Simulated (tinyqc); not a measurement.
Single-photon avalanche diode, trigger probability and counting: one step of the calculation.

A multiplication layer of width W with the uniform field V/W; alpha = an exp(-bn/E) for electrons, beta = ap exp(-bp/E) for holes (local model, no dead space). a = alpha W, b = beta W. Electrons enter at x = 0, holes at x = W. P0 is the probability that an electron entering at 0 starts a lasting avalanche, PW the same for a hole entering at W.

Problem. Trigger probability by substitution. PW = 1 - (1 - P0)^(b/a); P0(new) = PW/(PW + (1 - PW) exp(b - a)).

P0 at the start = 0.3
a = 2.6729764
b = 0.66164258

Wanted: PW; P0 after iteration 1.

Solution.

PW = 0.084503
P0 after iteration 1 = 0.40821

tinyqc, about 0.01 s, one thread, Intel Xeon 2.30GHz (shared host): `OMP_NUM_THREADS=1 python tinyqc.py 2630113 2630114 out.jsonl`
